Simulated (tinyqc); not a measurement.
From results back to parameters: effective mass of the split-off band from tabulated energies. Five cases, with inputs chosen for the exercise.

Problem. A band follows E (1 + alpha E) = c k^2/m, c = hbar^2/2m0. Its energies at two wave vectors are given.

Constants: hbar^2/2m0 = 3.80998211 eV angstrom^2.

Case 1.

Values chosen (out of a larger set: band of an eight-band Kane model near GaSb; not measured data): k12 = (0.036, 0.096) 1/angstrom (two wave vectors).

energies (meV): 39.72887  296.32094

Case 2.

Values chosen (out of a larger set: band of an eight-band Kane model near InP; not measured data): k12 = (0.0192, 0.0512) 1/angstrom (two wave vectors).

energies (meV): 7.15998  72.50414

Case 3.

Values chosen (out of a larger set: band of an eight-band Kane model near InAs; not measured data): k12 = (0.0138, 0.0368) 1/angstrom (two wave vectors).

energies (meV): 8.82545  71.54471

Case 4.

Values chosen (out of a larger set: band of an eight-band Kane model near GaSb; not measured data): k12 = (0.036, 0.096) 1/angstrom (two wave vectors).

energies (meV): 42.96592  380.70885

Case 5.

Values chosen (out of a larger set: band of an eight-band Kane model near InAs; not measured data): k12 = (0.0138, 0.0368) 1/angstrom (two wave vectors).

energies (meV): 8.77856  72.19345

Find: y = c k^2/E; m; alpha.

Solution. y = m + m alpha E is a straight line through the two points. A negative alpha means that the band steepens away from the edge, repelled by the bands nearer the gap.

Case 1.

y = c k^2/E (m0): 0.12429  0.11850
m = 0.1252 m0
alpha = -0.18 1/eV

Case 2.

y = c k^2/E (m0): 0.19616  0.13775
m = 0.2026 m0
alpha = -4.41 1/eV

Case 3.

y = c k^2/E (m0): 0.08221  0.07212
m = 0.0836 m0
alpha = -1.92 1/eV

Case 4.

y = c k^2/E (m0): 0.11492  0.09223
m = 0.1178 m0
alpha = -0.57 1/eV

Case 5.

y = c k^2/E (m0): 0.08265  0.07147
m = 0.0842 m0
alpha = -2.09 1/eV

Computed by tinyqc, one run a case: `OMP_NUM_THREADS=1 python tinyqc.py N N+1 out.jsonl` with N = 1850691, 1850706, 1850758, 1850780, 1850788; one thread of a shared Intel(R) Xeon(R) Processor @ 2.30GHz, about 0.01 s a run at most.
